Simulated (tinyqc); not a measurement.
The basis set: RHF and MP2 along a ladder of basis sets, for H2, spin multiplicity 1. Computed by the program tinyqc with PySCF. Same geometry throughout; the dipole is taken about the origin.

Geometry (angstrom):
```
atom       x       y       z
H     0.0000  0.0000  0.0000
H     0.0000  0.0000  0.6360
```

RHF and frozen-core MP2 in a ladder of bases:
```
basis        functions  E(RHF) (hartree)  E(MP2 corr) (hartree)  HOMO (eV)  LUMO (eV)  dipole (debye)
sto-3g               2          -1.11053               -0.01090    -16.980     21.513           0.000
3-21g                4          -1.11398               -0.01635    -17.055      8.002           0.000
6-31g                4          -1.11879               -0.01624    -17.130      7.225           0.000
6-31g**             10          -1.12287               -0.02616    -17.118      7.230           0.000
aug-cc-pvdz         18          -1.11744               -0.02629    -17.049      1.704           0.000
cc-pvtz             28          -1.12435               -0.03136    -17.116      4.911           0.000
```

Estimate the missing row, basis = cc-pvdz.

Computed row:
```
basis    functions  E(RHF) (hartree)  E(MP2 corr) (hartree)  HOMO (eV)  LUMO (eV)  dipole (debye)
cc-pvdz         10          -1.11727               -0.02539    -17.036      5.891           0.000
```

From cc-pVDZ to cc-pVTZ the RHF energy falls by 7.1 mhartree and the correlation energy by 6.0. If valence correlation converges as X^-3, (27 E(T) - 8 E(D))/19 gives -0.0339 hartree, a rough estimate from such small X that usually falls short; STO-3G holds about 32 % of it. Beyond STO-3G the LUMO moves by 6.3 eV and the HOMO by 0.1 eV; diffuse functions lower the positive LUMO sharply, since an unbound virtual level tracks the most diffuse function.
